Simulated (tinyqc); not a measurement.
Strain dependence: valley-orbit splitting of a donor ground state, with strain. Computed by tinyqc, a small Python program. Command: `OMP_NUM_THREADS=1 python tinyqc.py 3001592 3001593 out.jsonl valleyorbit walk`. One thread of a shared host (Intel(R) Xeon(R) Processor @ 2.30GHz), about 0.01 s of CPU time with the checks.

The basis is the 1s envelope in each valley; energies are counted from the unstrained conduction-band edge. The strain is e_s (a a^T - 1/3) for the unit stress axis a, so valley j along n_j moves by Xi_u e_s w_j with w_j = (n_j.a)^2 - 1/3: -1/3 for x and y, +2/3 for z.

Inputs (values chosen for the exercise, for a model many-valley semiconductor): single-valley binding energy E_0 = 30.1 meV; central-cell shift Lambda = 4.75 meV; coupling Delta_1 = 2.5 meV; coupling Delta_2 = 2.79 meV; shear deformation potential Xi_u = 9.12 eV; shear strain e_s = 0.00085.

Valleys: six along <100>. Stress axis: [001].

Method:
- By symmetry: E(A1) = E_0 + Lambda + 4 Delta_1 + Delta_2 (one state), E(T2) = E_0 + Lambda - Delta_2 (three), E(E) = E_0 + Lambda - 2 Delta_1 + Delta_2 (two), as binding energies.
- H_jj = -(E_0 + Lambda) + Xi_u e_s w_j; H_jk = -Delta_2 between opposite valleys and -Delta_1 between perpendicular ones.
- The contact hyperfine ratio is A/A_0 = (sum_j c_j)^2/(number of valleys), c_j the valley amplitudes of the ground state; binding from the lowest valley edge.

E(A1) = 47.64 meV

Against strain:
```
e_s       Xi_u e_s (w_max - w_min) (meV)  binding (meV)  gap to next level (meV)    A/A_0
-0.00680                         -62.016         38.504                    6.444  0.45172
-0.00250                         -22.800         40.107                    8.047  0.66275
-0.00085                          -7.752         43.468                   11.408  0.93089
-0.00025                          -2.280         46.201                   14.141  0.99440
0.00025                            2.280         46.953                   14.313  0.99541
0.00085                            7.752         45.785                   13.145  0.96171
0.00250                           22.800         44.335                   11.695  0.86229
0.00680                           62.016         43.378                   10.738  0.76041
```

What follows from these numbers?

A/A_0 falls for either sign of strain, to 0.452 and 0.760 at the ends; its limits are the shares of the valleys that end up lowest, 2/6 under compression and 4/6 under tension. Near zero strain A/A_0 changes in second order, the binding in first. The binding energy drops from 47.64 meV to 38.50 and 43.38 meV, since fewer valleys share the valley-orbit gain.

Extremes, crossings and ranges named in words are read from the listed rows.
